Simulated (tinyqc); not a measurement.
Virtual-crystal alloy in the empirical-pseudopotential method, step by step. Values are carried at full precision from step to step, so a last printed digit may differ when a step is redone from the rounded ones.

Virtual crystal A(1-x)B(x): a = (1 - x) a_A + x a_B. Rule linear: V = (1 - x) V_A + x V_B. Rule volume: V = [(1 - x) a_A^3 V_A + x a_B^3 V_B]/a^3, since a form factor is an atomic potential divided by the cell volume.

Constants: hbar^2/2m0 = 3.80998211 eV angstrom^2; Ry = 13.60569312 eV.

Values chosen for the exercise (classic local form factors of the size used for Si (A) and Ge (B), which place X and L only to a few tenths of an eV; not measured data): a = (5.421, 5.665) angstrom (lattice constants of A, B); VSA = (-0.214, 0.041, 0.08) Ry (symmetric form factors of A); VAA = (0, 0, 0) Ry (antisymmetric form factors of A); VSB = (-0.228, 0.011, 0.06) Ry (symmetric form factors of B); VAB = (0, 0, 0) Ry (antisymmetric form factors of B); rule = volume (mixing rule); x = 0.44 (fraction of B).

## The virtual crystal

Form a, the two weights and the form factors.

a = 5.5284 angstrom

weights of A and B: 0.52800  0.47344

VS at 3, 8, 11 (Ry): -0.22094  0.02686  0.07065

VA at 3, 4, 11 (Ry): 0.00000  0.00000  0.00000

## The six lowest plane waves at X

Empirical pseudopotential on the fcc lattice, atoms at +/- tau, tau = a (1,1,1)/8, no spin-orbit coupling. H(G,G') = c (2 pi/a)^2 |k + G|^2 delta + VS(q) cos(q.tau) + i VA(q) sin(q.tau), q = G - G', c = hbar^2/2m0; k and G in units of 2 pi/a; VS at |q|^2 = 3, 8, 11 and VA at 3, 4, 11, in rydberg, zero elsewhere. At each k the basis holds all G with |k + G|^2 up to 16; energies are counted from the fourth level at Gamma.

k = (1,0,0) with the small basis G = (0,0,0), (-2,0,0), (-1,1,1), (-1,-1,-1), (-1,1,-1), (-1,-1,1) in place of the full one.

H in this small basis (eV):
```
           000    -200  -1+1+1  -1-1-1  -1+1-1  -1-1+1
000      4.921       0  -2.126   2.126  -2.126  -2.126
-200         0   4.921   2.126  -2.126  -2.126  -2.126
-1+1+1  -2.126   2.126   9.843  -0.365       0       0
-1-1-1   2.126  -2.126  -0.365   9.843       0       0
-1+1-1  -2.126  -2.126       0       0   9.843   0.365
-1-1+1  -2.126  -2.126       0       0   0.365   9.843
```

## Levels in the small basis

Diagonalise; the gap between the fourth and fifth level is a first estimate of the direct gap at X.

levels (absolute scale of H) (eV): 2.559  2.559  9.477  9.477  12.571  12.571

gap = 3.093 eV

The full basis gives 3.874 eV for this gap.

## The lowest conduction band along Gamma-X and at L

Full basis at each k.

Levels (eV):
```
k           band 3  band 4  band 5  band 6
L           -1.204  -1.204   1.455   4.066
(0.00,0,0)   0.000   0.000   2.749   3.420
(0.20,0,0)  -0.520  -0.520   2.851   3.865
(0.40,0,0)  -1.414  -1.414   1.921   4.194
(0.60,0,0)  -2.193  -2.193   1.226   2.773
(0.70,0,0)  -2.470  -2.470   1.017   2.154
(0.80,0,0)  -2.668  -2.668   0.917   1.662
(0.85,0,0)  -2.733  -2.733   0.907   1.466
(0.90,0,0)  -2.784  -2.784   0.925   1.296
(1.00,0,0)  -2.824  -2.824   1.049   1.049
```

On these points band 5 is lowest at (0.85,0,0), 0.907 eV above the valence top: in this model the gap is indirect, by a margin of 1842 meV.

## Checks

- Fifth band at (0.85,0,0) against the equivalent point (0,0,-0.85), on the absolute scale of H (eV): both 10.9888.

Computed by tinyqc, a small Python program: `OMP_NUM_THREADS=1 python tinyqc.py 1081409 1081410 out.jsonl` (the numbers bound the seed that draws the inputs); one thread of a shared host (Intel(R) Xeon(R) Processor @ 2.30GHz), about 0.2 s for the whole set of steps.
